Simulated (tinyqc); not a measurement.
# From alignment C back to width sigma of the true defect charge

Model: correction of a charged-defect supercell by a model charge and potential alignment (plane-averaged potentials). Computed by tinyqc, a small Python program. Command: `OMP_NUM_THREADS=1 python tinyqc.py 3111754 3111755 out.jsonl align inv`. One thread of a shared host (Intel(R) Xeon(R) Processor @ 2.30GHz), about 0.04 s of CPU time with the checks.

The "true" defect charge is (1 - x) q in a Gaussian of width sigma plus x q in one of width sigma_t, so the exact answer is known; the correction sees only a single model Gaussian of width sigma_m. A Gaussian of width s has the transform rho(G) = exp(-G^2 s^2/2), normalised to 1. A uniform background cancels q, so G = 0 is left out. Potentials are those felt by a unit positive charge. E_0 is the formation energy of the isolated defect, E_cell its value in the supercell, E_lat = E_iso - E_per of the model charge, C the true less the model potential far from the defect; the exact correction is E_0 - E_cell, and the error of a scheme is E_cell plus its correction less E_0.

Inputs (values chosen for the exercise, with screening close to that of 4H-SiC):

| quantity | value | unit |
|---|---|---|
| defect charge q | -2 | e |
| dielectric constant eps | 9.69 | - |
| edge of the cubic cell L | 15.5 | angstrom |
| width sigma_m of the model charge | 1 | angstrom |
| share x of the charge in a wide tail | 0.21 | - |
| width sigma_t of the tail | 1.9 | angstrom |
| formation energy of the isolated defect E_0 | 5.55 | eV |

Constants: e^2/(4 pi eps_0) = 14.39964548 eV angstrom.

Method:
- Periodic energy E_per = (2 pi q^2/(eps L^3)) (e^2/(4 pi eps_0)) sum_(G != 0) rho(G)^2/G^2, G = (2 pi/L)(n1, n2, n3), |n_i| <= 16. Isolated energy: two Gaussians of charges q_a, q_b and widths a, b interact by q_a q_b (e^2/(4 pi eps_0 eps)) sqrt(2/pi)/sqrt(a^2 + b^2), and the self-energy is half the sum over pairs.
- Supercell value E_cell = E_0 + E_per - E_iso for the true charge.
- E_lat = E_iso - E_per for the model charge; point-charge value alpha q^2 e^2/(4 pi eps_0 eps 2 L) with alpha = 2.837297.
- Plane-averaged potential at distance z from the defect: V(z) = (4 pi q/(eps L^3)) (e^2/(4 pi eps_0 e)) sum_(m != 0) rho(G_m) cos(G_m z)/G_m^2, G_m = 2 pi m/L, |m| <= 40.
- C = difference at z = L/2; E_corr = E_cell + E_lat - q C. For charges that have died out at L/2, C = (2 pi q/(eps L^3)) (e^2/(4 pi eps_0 e)) (<s^2> - sigma_m^2), <s^2> = (1 - x) sigma^2 + x sigma_t^2.

Problem. A run gave the result below. Find the width sigma of the true defect charge, known to lie between 0.8 and 1.9 angstrom.

alignment C = -0.003510385 V

Solution.

Each step takes the trial c = (a f_b - b f_a)/(f_b - f_a), f being the result less the target and a, b, c the logarithms of the listed values; c replaces end b, the old b replaces a if the sign of f changed, and otherwise f_a is halved.

Scan of the range:

| width sigma of the true defect charge (angstrom) | alignment C (V) |
|---|---|
| 0.800 | -0.0013217 |
| 0.924 | -0.0021686 |
| 1.070 | -0.0033220 |
| 1.230 | -0.0047798 |
| 1.420 | -0.0067745 |
| 1.640 | -0.0094413 |
| 1.900 | -0.0130853 |

False position (Illinois rule, in the logarithm of the input) inside the bracket:

| step | end a | end b | trial | alignment C (V) |
|---|---|---|---|---|
| 1 | 1.07000 | 1.23000 | 1.08945 | -0.00348832 |
| 2 | 1.23000 | 1.08945 | 1.09171 | -0.00350786 |
| 3 | 1.23000 | 1.09171 | 1.09222 | -0.00351233 |
| 4 | 1.09171 | 1.09222 | 1.09200 | -0.00351038 |
| 5 | 1.09222 | 1.09200 | 1.09200 | -0.00351038 |

Alignment C falls at every point of a 13-point scan of the range (every second point is shown), so one value fits; it is bracketed by 1.07 and 1.23. Answer: width sigma of the true defect charge = 1.092 angstrom.
